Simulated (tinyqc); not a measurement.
Length of a polyene: Hueckel, PPP and singles CI along the polyenes. Computed by the program tinyqc. Command: `OMP_NUM_THREADS=1 python tinyqc.py 110795 110796 out.jsonl`; one thread of a shared host (Intel(R) Xeon(R) Processor @ 2.60GHz), about 0.1 s.

All-trans chains of carbon centres 1.40 angstrom apart:
```
parameter                               value
beta (eV), times 1 +/- alternation  -2.150000
alternation                          0.100000
W (eV)                              11.160000
gamma_rr (eV)                       10.580000
repulsion formula                        Ohno
```

Hueckel uses the same beta without repulsion; CIS keeps all single excitations and so misses the low, doubly excited 2Ag state. W is the valence ionisation energy of a centre, MN the Mataga-Nishimoto formula, f the oscillator strength.

Gaps and excitations (eV):
```
centres  Hueckel gap  PPP orbital gap  bright singlet (CIS)       f  lowest triplet (CIS)
2             4.7300          12.1049                6.3325  0.5429                3.1275
4             3.1755           9.8438                5.0550  0.9905                2.3145
6             2.4649           8.7152                4.3060  1.3679                1.9313
8             2.0639           8.0572                3.8308  1.7022                1.7288
10            1.8084           7.6370                3.5104  2.0078                1.6108
12            1.6325           7.3517                3.2847  2.2958                1.5368
14            1.5047           7.1491                3.1200  2.5736                1.4878
```

The Hueckel gap tends to 4 x alternation x |beta| = 0.86 eV for long chains. Exchange opens the PPP orbital gap, and the attraction of electron and hole brings the bright state 4.03 eV below it at 14 centres; the triplet lies 1.63 eV lower still.
